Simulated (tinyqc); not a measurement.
Implanted layer, carriers, mobility and sheet resistance: two steps of the calculation.

An n-type layer from the surface x = 0 to the junction xj, N(x) = N0 exp(-(x - Rp)^2/(2 sg^2)). Local neutrality (no depletion at surface or junction, no spilling of carriers), intrinsic carriers neglected, full ionisation of active dopants.

Values chosen for this exercise; values close to those of silicon in GaN over a p-type background:
```
symbol    value        unit                                 meaning
T           350           K                             temperature
Nb       6.3e15       cm^-3  background doping of the opposite type
N0       5.8e19       cm^-3             peak chemical concentration
m1         55.4  cm^2/(V s)           mobility limit at high doping
m2          979  cm^2/(V s)  mobility limit at low doping, at 300 K
Nr         2e17       cm^-3    reference doping of the mobility law
am        0.727                        exponent of the mobility law
bt          2.5                          temperature exponent of m2
Ns      9.61e19       cm^-3       solubility limit of active dopant
sg           46          nm                straggle after annealing
Rp           56          nm                         projected range
```

Constants: q = 1.602176634e-19 C. Results are converted to the units shown.

Question 1. Junction depth and local values. xj = Rp + sg sqrt(2 ln(N0/Nb)); 13 equal steps from 0 to xj. Active dopant A = min(N, Ns); n = A - Nb; mobility mu = m1 + (m2 (T/300 K)^(-bt) - m1)/(1 + ((A + Nb)/Nr)^am).

Wanted: xj; x; N; A; n; mu.

Answer 1.

xj = 252.54 nm

```
point  x (nm)  N (cm^-3)  A (cm^-3)  n (1e19 cm^-3)  mu (cm^2/(V s))
0        0.00  2.7644e19  2.7644e19          2.7638           71.901
1       19.43  4.2282e19  4.2282e19          4.2276           67.604
2       38.85  5.4107e19  5.4107e19          5.4101           65.635
3       58.28  5.7929e19  5.7929e19          5.7923           65.147
4       77.70  5.1890e19  5.1890e19          5.1884           65.946
5       97.13  3.8888e19  3.8888e19          3.8882           68.353
6      116.56  2.4384e19  2.4384e19          2.4377           73.431
7      135.98  1.2792e19  1.2792e19          1.2785           83.716
8      155.41  5.6143e18  5.6143e18          0.5608           105.02
9      174.84  2.0616e18  2.0616e18          0.2055           149.84
10     194.26  6.3340e17  6.3340e17          0.0627           238.81
11     213.69  1.6281e17  1.6281e17          0.0157           379.25
12     233.11  3.5014e16  3.5014e16          0.0029           518.71
13     252.54  6.3000e15  6.3000e15          0.0000           593.77
```

The mobility runs from 65.1 to 594 cm^2/(V s).

Question 2. Sheet quantities by the trapezoid rule. Dose = integral of N, carrier sheet density = integral of n, 1/Rs = q integral of n mu, mean mobility 1/(q Rs sheet density), Hall mobility (unit Hall factor) = integral of n mu^2 over integral of n mu, Hall sheet density = (integral of n mu)^2/integral of n mu^2; all from 0 to xj.

```
point     x (nm)     N (cm^-3)  n (1e19 cm^-3)  mu (cm^2/(V s))
0        0.00000  2.7644373e19       2.7638073        71.901433
1       19.42620  4.2282143e19       4.2275843        67.604193
2       38.85240  5.4106960e19       5.4100660        65.634991
3       58.27860  5.7928886e19       5.7922586        65.147488
4       77.70480  5.1889936e19       5.1883636        65.945586
5       97.13100  3.8888125e19       3.8881825        68.353288
6      116.55720  2.4383541e19       2.4377241        73.431050
7      135.98340  1.2791529e19       1.2785229        83.715798
8      155.40960  5.6142795e18       0.5607980        105.01781
9      174.83580  2.0616338e18       0.2055334        149.84120
10     194.26200  6.3339542e17       0.0627095        238.81387
11     213.68820  1.6281118e17       0.0156511        379.24690
12     233.11440  3.5013815e16       0.0028714        518.70601
13     252.54060        6.3e15       0.0000000        593.76654
```

Find: dose; carrier sheet density; Rs; mean mobility; Hall mobility; Hall sheet density.

Answer 2.

dose = 5.9173e14 cm^-2
carrier sheet density = 5.9157e14 cm^-2
Rs = 151.29 ohm/square
mean mobility = 69.737 cm^2/(V s)
Hall mobility = 72.794 cm^2/(V s)
Hall sheet density = 5.6673e14 cm^-2

Carriers make up 100 % of the dose. A Hall measurement weights the mobile tail, so its sheet density is 4.2 % below the true one.

Numbers from tinyqc (`OMP_NUM_THREADS=1 python tinyqc.py 2110149 2110150 out.jsonl`; about 0.01 s on one thread of a shared Intel Xeon 2.30GHz).
